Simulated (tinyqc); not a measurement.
Levels of description: finite square well with mass mismatch (envelope functions).

A square well of width L and depth V0, mass mw inside and mb outside, energies from the bottom of the well, c = hbar^2/2m0. k = sqrt(mw E/c), kappa = sqrt(mb (V0 - E)/c). psi and psi'/m are continuous at the walls (BenDaniel-Duke), so level n solves k L + 2 atan[(k/mw)/(kappa/mb)] = n pi.

Non-parabolic bands: mw is replaced by mw (1 + alpha_w E) and mb by mb (1 - alpha_b (V0 - E)), in k, kappa and the matching condition alike.

Constants: hbar^2/2m0 = 3.80998211 eV angstrom^2.

Values chosen for the exercise (near those of a GaAs well in AlGaAs; shifted at random, so the results belong to these values and not to a real crystal): L = 80 angstrom (well width); V0 = 0.308 eV (barrier height); mw = 0.0686 m0 (mass in the well); mb = 0.0985 m0 (mass in the barrier); alpha_w = 0.56 1/eV (non-parabolicity in the well); alpha_b = 0.62 1/eV (non-parabolicity in the barrier).

The same well five ways. mb = mw: the barrier takes the mass of the well. psi' continuous: kappa holds mb but the condition drops the masses, k L + 2 atan(k/kappa) = n pi. The last column is measured against BenDaniel-Duke.

Levels (eV):

| model | E1 | E2 | E3 | E1 - E1(BDD) (meV) |
|---|---|---|---|---|
| infinite walls | 0.0856 | 0.3426 | 0.7708 | 42.2 |
| mb = mw | 0.0473 | 0.1794 | - | 3.9 |
| BenDaniel-Duke | 0.0434 | 0.1703 | - | 0.0 |
| psi' continuous | 0.0512 | 0.1887 | - | 7.7 |
| non-parabolic | 0.0448 | 0.1647 | 0.3060 | 1.4 |

Hard walls put E1 42.2 meV too high. Ignoring the mass step moves it by +3.9 meV and the wrong matching by +7.7 meV: with mb/mw = 1.44, continuity of psi'/m lets the slope outside be 1.44 times the slope inside, which acts like a softer wall. Non-parabolicity shifts E1 by +1.4 meV, the balance of a heavier mass in the well, which lowers it, and a lighter mass deep in the barrier, which hardens the wall. Among the finite wells the largest departure in E1 is that of the model 'psi' continuous'.

Program tinyqc; command `OMP_NUM_THREADS=1 python tinyqc.py 1282625 1282626 out.jsonl`; about 0.01 s on one thread of a shared Intel(R) Xeon(R) Processor @ 2.30GHz.
